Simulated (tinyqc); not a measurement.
Worked calculation: CID on RHF in the 6-31g basis, for H2, spin multiplicity 1. One step of it, computed by the program tinyqc.

Problem. CID: roots. Diagonalise (each vector has its largest component positive (the first on a tie)); all determinants have Ms = 0, so triplets appear too. The lowest singlet root is the correlation energy.

Occupation strings over the orbitals (2 doubly, a alpha, b beta, 0 empty; spin orbitals ordered 1a 1b 2a 2b ...): 2000 0200 0ab0 0a0b 0ba0 0020 00ab 0b0a 00ba 0002

H - E(HF) between determinants (hartree):
```
           2000       0200       0ab0       0a0b       0ba0       0020       00ab       0b0a
2000   0.000000   0.104885   0.000000  -0.080778   0.000000   0.095646   0.000000   0.080778
0200   0.104885   0.833274   0.000000   0.124757   0.000000   0.036327   0.000000  -0.124757
0ab0   0.000000   0.000000   1.413438   0.000000  -0.036327   0.000000  -0.032992   0.000000
0a0b  -0.080778   0.124757   0.000000   1.616884   0.000000  -0.032992   0.000000  -0.080932
0ba0   0.000000   0.000000  -0.036327   0.000000   1.413438   0.000000  -0.078796   0.000000
0020   0.095646   0.036327   0.000000  -0.032992   0.000000   2.064868   0.000000   0.032992
00ab   0.000000   0.000000  -0.032992   0.000000  -0.078796   0.000000   2.282059   0.000000
0b0a   0.080778  -0.124757   0.000000  -0.080932   0.000000   0.032992   0.000000   1.616884
00ba   0.000000   0.000000  -0.078796   0.000000  -0.032992   0.000000  -0.168372   0.000000
0002   0.112899   0.080932   0.000000   0.031760   0.000000   0.168372   0.000000  -0.031760

           00ba       0002
2000   0.000000   0.112899
0200   0.000000   0.080932
0ab0  -0.078796   0.000000
0a0b   0.000000   0.031760
0ba0  -0.032992   0.000000
0020   0.000000   0.168372
00ab  -0.168372   0.000000
0b0a   0.000000  -0.031760
00ba   2.282059   0.000000
0002   0.000000   2.544290
```

Give: lowest roots of this matrix, relative to E(HF); lowest vectors; <S^2> of these roots; weight of the ground state by excitation level 0, 1, 2, ....

Solution.

lowest roots of this matrix, relative to E(HF) (hartree): [-0.0310, 0.8112, 1.3605, 1.4477, 1.5360, 1.7240, 2.0253, 2.1303]

lowest vectors, order 2000, 0200, 0ab0, 0a0b, 0ba0, 0020, 00ab, 0b0a, 00ba, 0002:
$$\begin{pmatrix}
0.9869 & 0.1394 & 0.0000 & 0.0000 \\
-0.1306 & 0.9727 & 0.0000 & 0.0000 \\
0.0000 & 0.0000 & 0.6994 & 0.7064 \\
0.0555 & -0.1240 & 0.0000 & 0.0000 \\
0.0000 & 0.0000 & 0.6994 & -0.7064 \\
-0.0380 & -0.0391 & 0.0000 & 0.0000 \\
0.0000 & 0.0000 & 0.1038 & -0.0323 \\
-0.0555 & 0.1240 & 0.0000 & 0.0000 \\
0.0000 & 0.0000 & 0.1038 & 0.0323 \\
-0.0380 & -0.0462 & 0.0000 & 0.0000
\end{pmatrix}$$

<S^2> of these roots: [0.0000, 0.0000, 2.0000, 0.0000, 2.0000, 0.0000, 0.0000, 2.0000]

weight of the ground state by excitation level 0, 1, 2, ...: [0.9739, 0.0000, 0.0261]
